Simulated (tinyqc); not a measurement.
Deep level with several charge states, and Shockley-Read-Hall recombination: one step. Charge states at a trial Fermi level. Three cases, with inputs chosen for the exercise.

Task: Form the exponents, the shares, the mean charge and the residual of neutrality at EF = E_try.

Energies from Ev. The defect has charge states +1, 0, -1 with weights 1, gm exp((EF - E1)/kT), exp((2 EF - E1 - E2)/kT); the shares are the weights over their sum. Boltzmann carriers: n = Nc exp((EF - Eg)/kT), p = Nv exp(-EF/kT). Neutrality: p - n + Nd + Nt <q> = 0.

Constants: kB = 8.617333262e-05 eV/K.

Case 1.

Values chosen (gap and densities of states near those of Si at this temperature; the results hold for these values, not for the real material): Eg = 1.119 eV (gap); Nc = 3.29e+19 1/cm^3 (conduction-band density of states); Nv = 1.37e+19 1/cm^3 (valence-band density of states); T = 350 K; E1 = 0.731 eV (level (+1/0) above Ev); E2 = 0.475 eV (level (0/-1) above Ev); gm = 2 (degeneracy of the middle state, the others 1); Nt = 1.7e+14 1/cm^3 (defects); Nd = 2e+14 1/cm^3 (ionised shallow donors minus acceptors); E_try = 0.7 eV (trial Fermi level).

Case 2.

Values chosen (gap and densities of states near those of SiC at this temperature; the results hold for these values, not for the real material): Eg = 3.23 eV (gap); Nc = 1.81e+19 1/cm^3 (conduction-band density of states); Nv = 3.29e+19 1/cm^3 (valence-band density of states); T = 300 K; E1 = 0.926 eV (level (+1/0) above Ev); E2 = 1.685 eV (level (0/-1) above Ev); gm = 1 (degeneracy of the middle state, the others 1); Nt = 6.8e+14 1/cm^3 (defects); Nd = 6.6e+15 1/cm^3 (ionised shallow donors minus acceptors); E_try = 1.81 eV (trial Fermi level).

Case 3.

Values chosen (gap and densities of states near those of GaAs at this temperature; the results hold for these values, not for the real material): Eg = 1.382 eV (gap); Nc = 7.31e+17 1/cm^3 (conduction-band density of states); Nv = 1.35e+19 1/cm^3 (valence-band density of states); T = 400 K; E1 = 0.972 eV (level (+1/0) above Ev); E2 = 0.845 eV (level (0/-1) above Ev); gm = 1 (degeneracy of the middle state, the others 1); Nt = 4.2e+14 1/cm^3 (defects); Nd = -1.7e+14 1/cm^3 (ionised shallow donors minus acceptors); E_try = 1.17 eV (trial Fermi level).

Give: exponents of the second and third weights; shares; <q>; n, p; residual.

Result:

Case 1.

exponents of the second and third weights: [-1.028, 6.432]

shares: +1 0.0016, 0 0.0011, -1 0.9972

<q> = -0.9956

n, p (1/cm^3): [3.05e+13, 1.14e+09]

residual = 2.73e+11 1/cm^3

The residual is positive, so EF must rise.

Case 2.

exponents of the second and third weights: [34.195, 39.030]

shares: +1 0.0000, 0 0.0079, -1 0.9921

<q> = -0.9921

n, p (1/cm^3): [2.53e-05, 1.29e-11]

residual = 5.93e+15 1/cm^3

The residual is positive, so EF must rise.

Case 3.

exponents of the second and third weights: [5.744, 15.173]

shares: +1 0.0000, 0 0.0001, -1 0.9999

<q> = -0.9999

n, p (1/cm^3): [1.56e+15, 2.45e+04]

residual = -2.15e+15 1/cm^3

The residual is negative, so EF must fall.

Computed by tinyqc, one run a case: `OMP_NUM_THREADS=1 python tinyqc.py N N+1 out.jsonl` with N = 1681372, 1681687, 1682060; one thread of a shared Intel(R) Xeon(R) Processor @ 2.30GHz, about 0.01 s a run at most.
